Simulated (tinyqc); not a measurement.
From results back to parameters: three-band tight binding of a dichalcogenide monolayer. Four cases, with inputs chosen for the exercise.

Problem. In the three-band model the dz2 level is e1 + 6 t0 at Gamma and e1 - 3 t0 at K; without spin-orbit coupling the other levels are e2 + 3 s at Gamma (twofold) and e2 - 3s/2 -/+ 3 sqrt3 t12 at K, s = t11 + t22, t12 > 0. The levels below come from hidden values.

Find: e1, t0, e2, t11 + t22, t12.

Method. The dz2 levels differ by 9 t0. The level at Gamma lies 9s/2 above the mean of the two at K, whose splitting is 6 sqrt3 t12. t1, t2 and t11 - t22 need masses or other points.

Case 1.

dz2 levels (eV): Gamma -0.3050, K 1.5580

other levels (eV): Gamma 3.07200, K lower 0.02907, K upper 3.46893

Solution.

e1, t0, e2, t11 + t22, t12 (eV): 0.937  -0.207  2.190  0.294  0.331

Case 2.

dz2 levels (eV): Gamma -0.1070, K 1.7470

other levels (eV): Gamma 2.96900, K lower -0.06480, K upper 3.97780

Solution.

e1, t0, e2, t11 + t22, t12 (eV): 1.129  -0.206  2.294  0.225  0.389

Case 3.

dz2 levels (eV): Gamma -0.4170, K 1.1220

other levels (eV): Gamma 3.37200, K lower 0.03414, K upper 2.56986

Solution.

e1, t0, e2, t11 + t22, t12 (eV): 0.609  -0.171  1.992  0.460  0.244

Case 4.

dz2 levels (eV): Gamma -0.1940, K 1.4620

other levels (eV): Gamma 3.08900, K lower 0.09229, K upper 3.04371

Solution.

e1, t0, e2, t11 + t22, t12 (eV): 0.910  -0.184  2.075  0.338  0.284

Computed by tinyqc, one run a case: `OMP_NUM_THREADS=1 python tinyqc.py N N+1 out.jsonl` with N = 1450613, 1450648, 1450652, 1450707; one thread of a shared Intel(R) Xeon(R) Processor @ 2.30GHz, about 0.01 s a run at most.
